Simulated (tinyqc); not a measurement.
# Junction parameters from two forward currents

Problem. D(v) = J1 (exp(v/Vt) - 1) + J2 (exp(v/(2 Vt)) - 1). Find J1, J2 and the voltage 2 Vt ln(J2/J1) near which both parts are equal.

Values chosen for this exercise:
- T = 398 K (temperature)

Constants: q = 1.602176634e-19 C, kB = 1.380649e-23 J/K, Vt = kB T/q. Results are converted to the units shown.

junction voltages (V): 0.31  0.65
currents (uA/um): 5.6735707e-6  0.0017273686

Answer. The current is linear in J1 and J2, so two points give two equations.

J1 = 5.40e-12 uA/um
J2 = 6.20e-8 uA/um
crossover = 0.641 V

tinyqc, about 0.2 s, one thread, Intel Xeon 2.30GHz (shared host): `OMP_NUM_THREADS=1 python tinyqc.py 2182267 2182268 out.jsonl`
